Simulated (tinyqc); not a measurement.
Grain-boundary trapping model (Seto) of a polycrystalline semiconductor film: one step, computed by the program tinyqc.

Grains of equal size L are joined by thin boundaries with one trap level. Trapped carriers deplete a width W on each side and raise a barrier, crossed by thermionic emission. Dopants are fully ionised, statistics are non-degenerate and mu_g does not depend on T.

Task: Critical doping. If all traps fill, the grain is just depleted at N* = Q_t/L, with the barrier e Q_t L/(8 eps eps_0).

Inputs (values chosen for the exercise, modelled on polycrystalline germanium): permittivity eps = 16; grain size L = 44 nm; trap density Q_t = 3.6e+12 1/cm^2.

Grain interior: neglected.

Constants: e = 1.602176634e-19 C; eps_0 = 8.8541878128e-12 F/m; k_B = 8.617333262e-05 eV/K.

Give: N*; barrier at N* with all traps filled.

Result:

N* = 8.182e+17 1/cm^3

barrier at N* with all traps filled = 0.2239 V
